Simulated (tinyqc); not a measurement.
Carrier statistics of a doped semiconductor with parabolic bands, step by step. Values are carried at full precision from step to step, so a last printed digit may differ when a step is redone from the rounded ones.

Constants: kB = 8.617333262e-05 eV/K; hbar^2/2m0 = 3.80998211 eV angstrom^2.

Values chosen for the exercise (near those of Ge; shifted at random, so the results belong to these values and not to a real crystal): Eg0 = 0.757 eV (gap at 0 K); al = 0.000493 eV/K (Varshni alpha); be = 233 K (Varshni beta); T = 350 K; ml = 1.68 m0 (longitudinal electron mass); mt = 0.0828 m0 (transverse electron mass); Mv = 4 (equivalent valleys); mhh = 0.333 m0 (heavy-hole mass); mlh = 0.0452 m0 (light-hole mass); ND = 1.8e+16 1/cm^3 (donors); NA = 4.3e+16 1/cm^3 (acceptors); ED = 0.012 eV (donor level below Ec); EA = 0.0107 eV (acceptor level above Ev).

## Gap and thermal energy

Eg(T) = Eg0 - al T^2/(T + be) (Varshni).

Eg = 0.65341 eV
kT = 0.030161 eV

The gap has shrunk by 103.6 meV from 0 K and is 21.7 kT wide.

## Effective densities of states

m_de = Mv^(2/3) (ml mt^2)^(1/3); m_dh = (mhh^(3/2) + mlh^(3/2))^(2/3); N = 2 (m kB T/(4 pi c))^(3/2) with c = hbar^2/2m0, in 1/angstrom^3; times 1e24 for 1/cm^3.

m_de = 0.5691 m0
m_dh = 0.3440 m0
Nc = 1.3575e+19 1/cm^3
Nv = 6.3804e+18 1/cm^3

The light holes supply 4.8 % of Nv, and Nc/Nv = 2.13.

## Intrinsic density and level

With Boltzmann statistics ni = sqrt(Nc Nv) exp(-Eg/2kT) and Ei = Eg/2 + (kT/2) ln(Nv/Nc), counted from Ev.

ni = 1.84e+14 1/cm^3
Ei = 0.3153 eV

Ei lies 11.4 meV below midgap, towards the band with the smaller density of states.

## Neutrality by bisection

Energies are counted from Ev, so Ec = Eg. n = Nc F_1/2((EF - Eg)/kT), p = Nv F_1/2(-EF/kT), ND+ = ND/(1 + 2 exp((EF - Eg + ED)/kT)), NA- = NA/(1 + 4 exp((EA - EF)/kT)); neutrality asks p + ND+ = n + NA-. F_j(eta) = (1/Gamma(j + 1)) integral_0^infinity x^j dx/(1 + exp(x - eta)), which tends to exp(eta) for eta << 0.

Start from the bracket [-0.2 eV, Eg + 0.2 eV]; at the midpoint EF take the sign of p + ND+ - n - NA-; where it is positive EF must rise. Fourteen steps are shown.

Bisection (eV, 1/cm^3):
```
step       low     high       EF         n         p       ND+       NA-  sign
1     -0.20000  0.85341  0.32671  2.68e+14  1.26e+14  1.80e+16  4.30e+16     -
2     -0.20000  0.32671  0.06335  4.33e+10  7.49e+17  1.80e+16  2.53e+16     +
3      0.06335  0.32671  0.19503  3.41e+12  9.92e+15  1.80e+16  4.26e+16     -
4      0.06335  0.19503  0.12919  3.84e+11  8.76e+16  1.80e+16  3.99e+16     +
5      0.12919  0.19503  0.16211  1.14e+12  2.95e+16  1.80e+16  4.19e+16     +
6      0.16211  0.19503  0.17857  1.97e+12  1.71e+16  1.80e+16  4.24e+16     -
7      0.16211  0.17857  0.17034  1.50e+12  2.25e+16  1.80e+16  4.22e+16     -
8      0.16211  0.17034  0.16622  1.31e+12  2.57e+16  1.80e+16  4.20e+16     +
9      0.16622  0.17034  0.16828  1.40e+12  2.40e+16  1.80e+16  4.21e+16     -
10     0.16622  0.16828  0.16725  1.36e+12  2.49e+16  1.80e+16  4.21e+16     +
11     0.16725  0.16828  0.16777  1.38e+12  2.45e+16  1.80e+16  4.21e+16     +
12     0.16777  0.16828  0.16803  1.39e+12  2.43e+16  1.80e+16  4.21e+16     +
13     0.16803  0.16828  0.16815  1.40e+12  2.42e+16  1.80e+16  4.21e+16     +
14     0.16815  0.16828  0.16822  1.40e+12  2.41e+16  1.80e+16  4.21e+16     +
```

Each step halves the bracket, which is 0.129 meV wide at the last row.

## The neutral state

Solve the neutrality condition for EF to convergence.

EF = 0.1682 eV
n = 1.40e+12 1/cm^3
p = 2.41e+16 1/cm^3
ND+ = 1.80e+16 1/cm^3
NA- = 4.21e+16 1/cm^3

The material is p-type; 97.9 % of the acceptors are ionised. EF lies 5.58 kT inside the gap from the valence edge, so Boltzmann statistics would serve; n p/(Nc Nv exp(-Eg/kT)) = 0.999.

## Checks

- F_1/2(1) by the trapezoid rule against adaptive quadrature: both 1.575641.
- Positive against negative charge at the solution (1/cm^3): both 4.20937e+16.

(tinyqc, `OMP_NUM_THREADS=1 python tinyqc.py 1681076 1681077 out.jsonl`, Intel(R) Xeon(R) Processor @ 2.30GHz, 1 thread, shared host, about 0.01 s.)
